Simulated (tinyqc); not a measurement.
Straight dislocations in isotropic elasticity: fields, energies, partials, Peierls stress and walls: one step, computed by the program tinyqc. Command: `OMP_NUM_THREADS=1 python tinyqc.py 3031427 3031428 out.jsonl disloc walk`. One thread of a shared host (Intel(R) Xeon(R) Processor @ 2.30GHz), about 0.01 s of CPU time with the checks.

The line runs along z, the glide plane is y = 0, and beta is the angle between b and the line (0 screw, 90 degrees edge): b_e = b sin(beta) along +x with the extra half plane at y > 0, b_s = b cos(beta). Stress is positive in tension.

Problem. Strength from dislocations. Frank-Read source, averaged over the loop: tau = G b/(2 pi l) [(1 - nu/2)/(1 - nu)] ln(l/r0). Taylor hardening: tau = 0.3 G b sqrt(rho).

Inputs (values chosen for the exercise, modelled on aluminium):
```
quantity,value,unit
shear modulus G,26.2,GPa
Poisson ratio nu,0.361,-
Burgers vector b,2.863,angstrom
dislocation density rho,3.5e+09,1/m^2
core radius r0/b,1,-
source length l,82,nm
```

Give: Frank-Read stress; Taylor stress.

Solution.

Frank-Read stress = 105.6 MPa

Taylor stress = 0.1331 MPa
